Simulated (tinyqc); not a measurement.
# Threshold-voltage variability of a planar MOSFET, analytic estimates: effect of the metal grain size

Three independent sources add in quadrature: random dopants in the depleted layer, metal-gate grains of two orientations, and roughness of the two gate edges acting through the roll-off VT = VT(long) - Vr exp(-L/l). These are first-order estimates: no three-dimensional electrostatics, no percolation.

ni = sqrt(Nc Nv) exp(-Eg/(2 Vt)), Eg in volts; Cox = 3.9 eps0/ti; Wd = sqrt(4 eps0 eps_r Vt ln(Na/ni)/(q Na)); dopants: s1 = (q/Cox) sqrt(Na Wd/(3 L W)). Grains: Ng = L W/G^2 (at least 1), s2 = dW sqrt(p (1 - p)/Ng). Edges, with exponential correlation and u = W/La: the mean gate length has sL^2 = 2 De^2 (2/u)[1 - (1 - exp(-u))/u]; s3 = sL (Vr/l) exp(-L/l). s = sqrt(s1^2 + s2^2 + s3^2). l and Vr are held fixed.

Parameters, values chosen for the exercise; material values close to those of silicon:
```
symbol    value   unit                                                 meaning
T           400      K                                             temperature
Eg         1.11     eV                                                band gap
eps_r      11.6                     relative permittivity of the semiconductor
Nc      4.39e19  cm^-3                  conduction-band density of states at T
Nv      4.08e19  cm^-3                     valence-band density of states at T
Na       8.7e17  cm^-3                                          channel doping
ti            2     nm                 oxide-equivalent thickness in inversion
L            45     nm                                             gate length
W           170     nm                                              gate width
dW          0.2     eV  work-function difference of the two grain orientations
p           0.5               share of the orientation of higher work function
De            1     nm                          rms roughness of one gate edge
La           10     nm                     correlation length of the roughness
l           7.6     nm                  decay length of the threshold roll-off
Vr          2.3      V                               prefactor of the roll-off
```

Constants: q = 1.602176634e-19 C, kB = 1.380649e-23 J/K, Vt = kB T/q, eps0 = 8.8541878128e-14 F/cm where lengths are in cm. Results are converted to the units shown.

The same in every row: s1 (mV) = 10.724; s3 (mV) = 0.38201.

Effect of the metal grain size:

| G (nm) | s2 (mV) | s (mV) | s sqrt(L W) (mV um) |
|---|---|---|---|
| 2 | 2.2866 | 10.972 | 0.95962 |
| 3 | 3.4300 | 11.266 | 0.98533 |
| 5 | 5.7166 | 12.158 | 1.0634 |
| 7 | 8.0033 | 13.387 | 1.1708 |
| 10 | 11.433 | 15.680 | 1.3715 |
| 14 | 16.007 | 19.271 | 1.6855 |
| 20 | 22.866 | 25.259 | 2.2093 |

Read the table: what changes, and by how much?

As G goes from 2 to 20 nm, s rises from 11.0 to 25.3 mV. The largest source is the dopants in the first row and the grains in the last.

tinyqc, about 0.01 s, one thread, Intel Xeon 2.30GHz (shared host): `OMP_NUM_THREADS=1 python tinyqc.py 2090039 2090040 out.jsonl`
